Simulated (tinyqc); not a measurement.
Inside a calculation. Method: Pariser-Parr-Pople SCF with singles CI, for the molecule Nc1ccc[cH+]cc1 (SMILES; centres numbered as the heavy atoms are written). One step of it, computed by the program tinyqc.

Question. Iteration 2: orbitals and new P. Diagonalise F (the basis is taken as orthonormal) and form P = 2 sum c c over the lowest orbitals; 0.3 of the old P is kept.

F (eV), lower triangle:
```
            1N          2C          3C         4C         5C         6C         7C          8C
1N  -15.406737
2C   -4.711422  -13.647236
3C    0.093003   -4.184951  -10.255304
4C    0.472235    0.267881   -5.454309  -9.978349
5C   -0.324826    0.274440   -0.521018  -4.153370  -9.469638
6C   -0.324826    0.274440    0.376777   0.086335  -4.972176  -9.469638
7C    0.472235    0.267881    0.107333  -0.234108   0.086335  -4.153370  -9.978349
8C    0.093003   -4.184951   -0.070615   0.107333   0.376777  -0.521018  -5.454309  -10.255304
```

pi electrons, sum of z_r less the charge = 8

P after iteration 1, lower triangle:
```
           1N         2C         3C         4C         5C        6C        7C        8C
1N   1.128816
2C   0.558203   1.317049
3C  -0.033400   0.430218   0.890548
4C  -0.253305  -0.105505   0.766373   1.007486
5C   0.209229  -0.129658   0.205131   0.421809   0.879034
6C   0.209229  -0.129658  -0.177973  -0.033995   0.638660  0.879034
7C  -0.253305  -0.105505  -0.050705   0.110607  -0.033995  0.421809  1.007486
8C  -0.033400   0.430218   0.027800  -0.050705  -0.177973  0.205131  0.766373  0.890548
```

Give: orbital energies; P after iteration 2.

Answer.

orbital energies (eV): -21.2278  -17.9269  -16.6337  -14.2835  -8.2678  -6.2722  -2.3281  -1.5205

P after iteration 2, lower triangle:
```
         1N       2C       3C       4C       5C      6C      7C      8C
1N   1.4506
2C   0.5681   1.1438
3C  -0.1580   0.4934   0.9173
4C  -0.2478   0.0304   0.7586   0.9132
5C   0.2315  -0.2030   0.1623   0.5045   0.8722
6C   0.2315  -0.2030  -0.2187   0.0787   0.6794  0.8722
7C  -0.2478   0.0304  -0.1240  -0.0483   0.0787  0.5045  0.9132
8C  -0.1580   0.4934   0.0717  -0.1240  -0.2187  0.1623  0.7586  0.9173
```
